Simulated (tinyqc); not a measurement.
Inside a calculation. Model: field-effect mobility of a thin-film transistor with band-tail and deep states (multiple trapping). Computed by tinyqc, a small Python program that keeps every step. Command: `OMP_NUM_THREADS=1 python tinyqc.py 3023640 3023641 out.jsonl tft walk`. One thread of a shared host (Intel(R) Xeon(R) Processor @ 2.30GHz), about 0.07 s of CPU time with the checks. Intermediate numbers are printed to about 6 digits and carried at full precision; extremes and crossings named in words are read from the listed rows.

A thick film in accumulation at small drain voltage. Only free electrons move; trapped ones still screen the gate. N_c and mu_0 are held fixed when T changes, leaving out the T^(3/2) growth of N_c. x = E_0 - psi is the distance of the Fermi level below the band edge.

Inputs (values chosen for the exercise, modelled on amorphous silicon):

| quantity | value | unit |
|---|---|---|
| permittivity eps | 11.8 | - |
| effective density of states N_c | 1.9e+20 | 1/cm^3 |
| band mobility mu_0 | 11 | cm^2/(V s) |
| tail density at the edge g_t | 9.2e+21 | 1/(eV cm^3) |
| tail width E_t | 42 | meV |
| flat-band Fermi level below the edge, E_0 | 0.59 | eV |
| equivalent oxide thickness t | 140 | nm |
| surface band bending psi_s as a fraction of E_0 | 0.83 | - |
| temperature T | 300 | K |

Deep states: none.

Constants: k_B = 8.617333262e-05 eV/K; e = 1.602176634e-19 C; eps_0 = 8.8541878128e-12 F/m.

## Free and trapped densities

F_j(eta) = int_0^infinity x^j/(1 + exp(x - eta)) dx, without a gamma-function factor. Integrals over x = E/(k_B T) use 160 Gauss-Legendre points in u = sqrt(x) from 0 to sqrt(max(eta, 0) + 32). Free n(x) = N_c (2/sqrt(pi)) F_1/2(-x/k_B T), with F_1/2 from its two-term series in exp(-x/k_B T) for x >= 12 k_B T; tail n_t(x) = int_0^1.2eV g_t exp(-E/E_t)/(1 + exp((x - E)/k_B T)) dE, E counted down from the edge, 120 Gauss-Legendre points; space charge rho(psi) = n + n_t less its value at psi = 0.

Local densities at x = 0.4, 0.3, 0.2, 0.15, 0.1, 0.05, 0 and -0.05 eV:

| x (eV) | n (1/cm^3) | n_t (1/cm^3) | n/(n + n_t) |
|---|---|---|---|
| 0.40 | 3.62284e+13 | 5.83001e+16 | 6.21027e-04 |
| 0.30 | 1.73370e+15 | 6.26158e+17 | 2.76115e-03 |
| 0.20 | 8.29534e+16 | 6.56298e+18 | 1.24818e-02 |
| 0.15 | 5.73325e+17 | 2.06045e+19 | 2.70720e-02 |
| 0.10 | 3.94133e+18 | 6.10484e+19 | 6.06455e-02 |
| 0.05 | 2.61630e+19 | 1.56927e+20 | 1.42897e-01 |
| 0.00 | 1.45378e+20 | 2.92826e+20 | 3.31759e-01 |
| -0.05 | 5.18342e+20 | 3.66840e+20 | 5.85577e-01 |

E_t/k_B T = 1.62: deep in the tail n_t follows exp(-x/E_t), more slowly than n, so the free share grows as the Fermi level rises.

## One gate voltage

Poisson: F(psi) = sqrt((2 e/(eps eps_0)) int_0^psi rho dpsi'); V_G - V_FB = psi_s + eps F(psi_s) t/3.9; free sheet density N_f = int (n - n(E_0))/F dpsi; induced sheet density N_i = eps eps_0 F(psi_s)/e; trapezoid rule on 301 even points in psi, the first interval left out of N_f. mu_eff = mu_0 N_f/N_i; field-effect mobility mu_FE = mu_0 e (dN_f/dV_G)/C_ox and swing S = dV_G/dlog10(N_f), by a central difference of +/- 2 mV in psi_s; C_ox = 3.9 eps_0/t.

surface field = 935.489 kV/cm

V_G - V_FB = 40.1160 V

free sheet density N_f = 1.54098e+11 1/cm^2

induced sheet density N_i = 6.10041e+12 1/cm^2

effective mobility mu_eff = 0.277863 cm^2/(V s)

field-effect mobility mu_FE = 0.662641 cm^2/(V s)

swing S = 38279.4 mV/decade

2.5 % of the induced charge is free. mu_FE exceeds mu_eff because the free share is still growing with V_G. The swing is 643.07 times the ideal ln(10) k_B T/e.

## Transfer curve

The formulas are those given above.

Against the band bending:

| psi_s (V) | V_G - V_FB (V) | N_f (1/cm^2) | mu_eff (cm^2/(V s)) | mu_FE (cm^2/(V s)) | S (mV/decade) |
|---|---|---|---|---|---|
| 0.21 | 1.653 | 8.90875e+07 | 4.41012e-03 | 8.77179e-03 | 1672 |
| 0.29 | 4.089 | 7.28244e+08 | 1.36973e-02 | 2.97598e-02 | 4028 |
| 0.37 | 10.205 | 6.15565e+09 | 4.47203e-02 | 1.00443e-01 | 10088 |
| 0.42 | 18.139 | 2.35417e+10 | 9.49303e-02 | 2.16940e-01 | 17863 |
| 0.47 | 32.127 | 9.05066e+10 | 2.04282e-01 | 4.79510e-01 | 31069 |
| 0.52 | 56.070 | 3.49604e+11 | 4.49685e-01 | 1.10772e+00 | 51950 |
| 0.56 | 85.403 | 1.02073e+12 | 8.59633e-01 | 2.22932e+00 | 75361 |
| 0.60 | 125.218 | 2.80254e+12 | 1.60690e+00 | 4.21015e+00 | 109538 |
| 0.65 | 189.884 | 7.93861e+12 | 2.99753e+00 | 6.90497e+00 | 189148 |

The steepest swing among the rows is 1672 mV/decade. mu_eff climbs from 0.0044 to 3.0, 27 % of mu_0 in the last row. Between rows 6 and 7 N_f scales as (V_G - V_FB - psi_s)^2.53; an exponential tail holding all the charge would give the larger of 1 and 2 E_t/k_B T - 1, here 2.25, and free charge alone 1. The last row needs an oxide field above 5 MV/cm, near or beyond breakdown.

Checks made by the program: tail integral against adaptive quadrature (relative difference below 1e-10).
